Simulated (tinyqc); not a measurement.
What moves the results: six-band hole subbands of a thin body in a field. A value that a table varies takes the place of the one given here.

Basis X, Y, Z times spin, hole energies counted downwards from the unstrained edge (the hydrostatic shift is left out), c = hbar^2/2m0. For a symmetric tensor T let C(T) have C_XX = L Txx + M (Tyy + Tzz), C_XY = N Txy (cyclic), L = c (g1 + 4 g2), M = c (g1 - 2 g2), N = 6 c g3. k = q + kz n, n the unit normal, q = k1 u + k2 v with u along the channel [1-10] and v = n x u. H = C(k k^T) + (Dso/3)(1 - L.sigma) - B + e F z with (L_k)_ij = -i epsilon_kij; B is the block C built from the traceless strain with 2b, -b and sqrt(3) d in place of L, M, N. Strain: exx = eyy = (s11 + s12) sx/2, ezz = s12 sx, exy = -s44 sx/4. Hard walls at z = 0 and t; basis sin(j pi z/t), j = 1 to Nz: kz^2 = (j pi/t)^2, kz = -i D with D_jl = 4 j l/(t (j^2 - l^2)), z_jj = t/2 and z_jl = -8 t j l/(pi (j^2 - l^2))^2 for j + l odd; 1 MV/cm = 0.01 eV/angstrom.

Nz = 14. E1 is the top subband at q = 0, gap the distance to the next pair, and the masses are c q^2/(E(q) - E1) at |q| = 0.02 1/angstrom (mean of the spin pair) along the channel [1-10] and across it in the plane; a dash marks a band that does not rise.

Constants: hbar^2/2m0 = 3.80998211 eV angstrom^2.

Values chosen for the exercise (near those of a p-type Si channel; shifted at random, so the results belong to these values and not to a real crystal):
```
symbol  value                unit      meaning
g1      4.3                            Luttinger gamma1
g2      0.34                           gamma2
g3      1.45                           gamma3
Dso     0.045                eV        spin-orbit splitting
b       -2.13                eV        tetragonal potential
d       -4.88                eV        trigonal potential
S       (7.6, -2.18, 12.55)  1/TPa     compliances s11, s12, s44
face    110                            surface
t       40                   angstrom  body thickness
F       0.8                  MV/cm     field across the body
sx      0                    GPa       stress along the channel [1-10], negative in compression
```

## Stress along the channel

Each row has its own sx.

Results:
```
sx (GPa),E1 (meV),gap (meV),m channel,m across
-3.0,0.1,72.4,0.114,0.276
-2.0,36.9,72.4,0.114,0.276
-1.0,73.6,72.3,0.114,0.276
-0.5,92.0,72.2,0.114,0.277
0.0,110.3,72.0,0.115,0.277
0.5,128.5,71.4,0.115,0.277
1.0,146.6,67.8,0.116,0.277
```

Under 2 GPa of compression the channel mass goes from 0.115 to 0.114 m0, the mass across from 0.277 to 0.276; the gap to the next subband is 72, 72 and 68 meV at -2, 0 and +1 GPa. The lightest channel mass of the table, 0.114 m0, is at -3.0, -2.0, -1.0 and -0.5 GPa. Compression changes the channel mass little here, since confinement on this face has already singled out the orbital that the stress favours.

## Surface orientation and number of bands

Three faces, six bands; and four bands, with Dso set to 1000 eV.

Results:
```
case,E1 (meV),gap (meV),m channel,m across
(001) 6 bands,232.4,20.5,0.389,0.389
(001) 4 bands,232.4,35.3,0.318,0.318
(110) 6 bands,110.3,72.0,0.115,0.277
(110) 4 bands,177.2,136.5,0.150,0.294
(111) 6 bands,163.7,28.2,0.281,0.284
(111) 4 bands,163.7,133.8,0.188,0.188
```

With six bands the top subband is shallowest on (110) (110.3 meV) and deepest on (001). The lightest channel mass is on (110) (0.115 m0). Dropping the split-off band moves E1 by 0.0, 67.0 and 0.0 meV and the gap by 14.9, 64.5 and 105.6 meV on the three faces, with Dso = 45 meV.

## What each parameter does

Six bands. Each row changes one parameter from the base and keeps the others.

Results:
```
case,E1 (meV),gap (meV),m channel (m0),m across (m0)
base,110.3,72.0,0.115,0.277
t = 30 angstrom,110.4,73.0,0.114,0.276
F = 1.1 MV/cm,133.4,89.1,0.115,0.277
sx = -0.5 GPa,92.0,72.2,0.114,0.277
g3 = 1.35,135.4,90.8,0.119,0.277
g2 = 0.39,115.4,75.8,0.115,0.284
Dso = 0.068 eV,116.2,71.7,0.115,0.277
d = -3.9 eV,110.3,72.0,0.115,0.277
```

The largest shifts from the base row, up to three for each result and ties (the steps differ in size, so this ranks the rows, not the parameters). E1 (meV): g3 +25.1, F +23.1, sx -18.3; unchanged at the printed digits by d. gap (meV): g3 +18.8, F +17.1, g2 +3.9; unchanged at the printed digits by d. m channel (m0): g3 +0.004, t -0.001, sx -0.000; unchanged at the printed digits by F, g2, Dso and d. m across (m0): g2 +0.008, t -0.000; unchanged at the printed digits by F, sx, g3, Dso and d.

tinyqc: `OMP_NUM_THREADS=1 python tinyqc.py 1281319 1281320 out.jsonl`; about 0.5 s, one thread, shared Intel(R) Xeon(R) Processor @ 2.30GHz.
